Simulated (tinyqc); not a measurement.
Inside a calculation. Model: Raman shift of the zone-centre optical phonon of a diamond-structure crystal under stress. Computed by tinyqc, a small Python program that keeps every step. Command: `OMP_NUM_THREADS=1 python tinyqc.py 3007697 3007698 out.jsonl ramanstress walk`. One thread of a shared host (Intel(R) Xeon(R) Processor @ 2.30GHz), about 0.01 s of CPU time with the checks. Intermediate numbers are printed to about 5 digits and carried at full precision; extremes and crossings named in words are read from the listed rows.

Axes x, y, z are the cube axes. Strain shifts the threefold optical mode and can split it; p, q and r are the phonon deformation potentials.

Inputs (values chosen for the exercise, for a model crystal):
```
quantity                             value      unit
unstrained frequency omega_0           210      1/cm
p/omega_0^2                           -1.6         -
q/omega_0^2                          -1.69         -
r/omega_0^2                          -1.49         -
C11                                    186       GPa
C12                                   75.8       GPa
C44                                   87.9       GPa
stress sigma (tension positive)       0.33       GPa
polarisation angle phi                  75    degree
temperature coefficient d omega/dT  -0.021  1/(cm K)
local temperature T                    360         K
laser wavelength                     632.8        nm
```

Stress state: biaxial. Axis: [111].

Constants: h = 6.62607015e-34 J s; c = 299792458 m/s; k_B = 1.380649e-23 J/K.

## Compliances

S11 = (C11 + C12)/D, S12 = -C12/D, D = (C11 - C12)(C11 + 2 C12), S44 = 1/C44.

S11 = 7.0370 1/TPa

S12 = -2.0374 1/TPa

S44 = 11.377 1/TPa

## Stress and strain tensors

Equal biaxial stress in the plane normal to the axis (unit vector n): sigma_ij = sigma (delta_ij - n_i n_j). eps_xx = S11 sigma_xx + S12 (sigma_yy + sigma_zz), and cyclic; eps_xy = S44 sigma_xy/2 (tensor strain).

stress (GPa):
```
       x      y      z
x   0.22  -0.11  -0.11
y  -0.11   0.22  -0.11
z  -0.11  -0.11   0.22
```

strain (per mille):
```
          x         y         z
x   0.65166  -0.62571  -0.62571
y  -0.62571   0.65166  -0.62571
z  -0.62571  -0.62571   0.65166
```

volume strain = 1.9550 per mille

## Secular matrix and shifts

Secular matrix: M_xx = p eps_xx + q (eps_yy + eps_zz), M_xy = 2 r eps_xy; its eigenvalues are omega^2 - omega_0^2, and the shifts are these over 2 omega_0.

M/(2 omega_0) (1/cm):
```
          x         y         z
x  -0.34075   0.19578   0.19578
y   0.19578  -0.34075   0.19578
z   0.19578   0.19578  -0.34075
```

shifts, in rising order (1/cm): -0.53654  -0.53654  0.05082

The triplet splits into a singlet and a doublet. The shifts differ in sign.

## Mean shift and Grueneisen parameter

gamma = -(p + 2q)/(6 omega_0^2); the mean of the three shifts is -gamma omega_0 x (volume strain).

mode Grueneisen parameter gamma = 0.83

mean shift = -0.34075 1/cm

## The line seen from a (001) surface

Backscattering from a (001) surface: incident polarisation (cos phi, sin phi, 0). With Raman tensors (R_z)_xy = (R_z)_yx = 1 and cyclic, only the z component u_z of a mode counts: I = u_z^2 sin^2(2 phi) for parallel and u_z^2 cos^2(2 phi) for crossed polarisers. An unresolved line sits at the intensity-weighted shift, which is M_zz/(2 omega_0).

total intensity, parallel = 0.25

total intensity, crossed = 0.75

shift of the observed line = -0.34075 1/cm

shift per stress = -1.0326 1/(cm GPa)

stress per shift = -968.45 MPa cm

Shear mixes z with x and y, so the line is a blend of modes with different shifts. Caution: this stress has components normal to the (001) face, so it cannot reach a free (001) surface; it can act on buried material.

## The same stress in different states

Uniaxial: sigma n n^T; biaxial: sigma (1 - n n^T); hydrostatic: sigma 1. The line seen from (001) is taken as unresolved, at the intensity-weighted shift M_zz/(2 omega_0).

Shifts (1/cm):
```
state                    lowest    middle   highest  line seen from (001)
uniaxial [100]         -0.17981  -0.17981  -0.15151              -0.17981
uniaxial [110]         -0.45934  -0.17981   0.12802              -0.17981
uniaxial [001]         -0.17981  -0.17981  -0.15151              -0.15151
uniaxial [111]         -0.56195   0.02541   0.02541              -0.17038
biaxial, normal [001]  -0.35962  -0.33132  -0.33132              -0.35962
biaxial, normal [111]  -0.53654  -0.53654   0.05082              -0.34075
hydrostatic            -0.51113  -0.51113  -0.51113              -0.51113
```

Seen from (001), uniaxial stress along [100] and along [110] give the same shift (-0.180), and equal biaxial stress in the plane gives twice as much (-0.360), since only sigma_xx + sigma_yy and sigma_zz enter M_zz. Stress along [001] gives -0.152. One measured shift therefore fixes the stress only once its state is assumed: read as uniaxial in the plane, a shift implies twice the stress that it does read as biaxial.

## Heating mistaken for stress

A temperature above 300 K shifts the line by (d omega/dT)(T - 300 K); divided by the shift per stress it poses as a stress; the total shift adds it to the shift of the observed line. The anti-Stokes to Stokes ratio is [(omega_L + omega_0)/(omega_L - omega_0)]^3 exp(-h c omega_0/(k_B T)) in photon counts, omega_L = 1/wavelength, resonance effects left out.

thermal shift = -1.26 1/cm

apparent stress from heating = 1.2202 GPa

total shift = -1.6008 1/cm

anti-Stokes/Stokes ratio = 0.46788

Heating poses as tension, 370 % of the true stress in size; the intensity ratio gives T apart from the shift.

Checks made by the program: mean of the eigenvalues against the trace rule (relative difference below 1e-10); weighted mean of the modes against M_zz (relative difference below 1e-10).
